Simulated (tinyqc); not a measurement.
## Thermal resistances of a two-die stack

Inverse problem. Heat leaves through the lower die only, and the system is linear. Find the resistance R1 from the lower die to the coolant, R2 between the dies, and the rise of the upper die when both are powered.

Parameters, values chosen for the exercise:
- P1 = 29 W (power of the lower die)
- P2 = 6.9 W (power of the upper die)

rises of the lower and upper die with only the lower one powered (K): [11.02, 11.02]
rises of the lower and upper die with only the upper one powered (K): [2.622, 5.52]

Answer. With only the lower die powered no heat crosses R2, so both dies rise by P1 R1; the difference in the second test is P2 R2; rises add.

R1 = 0.380 K/W
R2 = 0.420 K/W
rise of the upper die = 16.5 K

tinyqc, about 0.03 s, one thread, Intel Xeon 2.30GHz (shared host): `OMP_NUM_THREADS=1 python tinyqc.py 2162042 2162043 out.jsonl`
